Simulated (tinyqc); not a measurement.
# Threshold-voltage variability of a planar MOSFET, analytic estimates: a gate of 8 grains

Three independent sources add in quadrature: random dopants in the depleted layer, metal-gate grains of two orientations, and roughness of the two gate edges acting through the roll-off VT = VT(long) - Vr exp(-L/l). These are first-order estimates: no three-dimensional electrostatics, no percolation.

Each of 8 equal grains has the higher work function with probability p; the threshold shift is dW (j/8 - p) for j such grains, and the off current changes by exp(-shift/(n Vt)).

Values chosen for this exercise; material values those of a made-up semiconductor:
```
symbol,value,unit,meaning
T,300,K,temperature
dW,0.3,eV,work-function difference of the two grain orientations
p,0.5,,share of the orientation of higher work function
n,1.47,,subthreshold factor
```

Constants: q = 1.602176634e-19 C, kB = 1.380649e-23 J/K, Vt = kB T/q. Results are converted to the units shown.

Distribution:
```
j,probability,shift (mV),Ioff factor,probability x factor
0,0.003906,-150.0,51.79,0.2023
1,0.03125,-112.5,19.30,0.6033
2,0.1094,-75.0,7.196,0.7871
3,0.2188,-37.5,2.683,0.5868
4,0.2734,0.0,1.000,0.2734
5,0.2188,37.5,0.3728,0.08154
6,0.1094,75.0,0.1390,0.01520
7,0.03125,112.5,0.05180,0.001619
8,0.003906,150.0,0.01931,7.543e-5
```

What does the table show?

The standard deviation is dW sqrt(p (1 - p)/8) = 53.0 mV. The mean off current is 2.55 times the nominal one; the log-normal formula exp(s^2/(2 (n Vt)^2)) gives 2.65. Devices with j = 2, 11 % of all, carry 31 % of the mean leakage.

Numbers from tinyqc (`OMP_NUM_THREADS=1 python tinyqc.py 2090144 2090145 out.jsonl`; about 0.01 s on one thread of a shared Intel Xeon 2.30GHz).
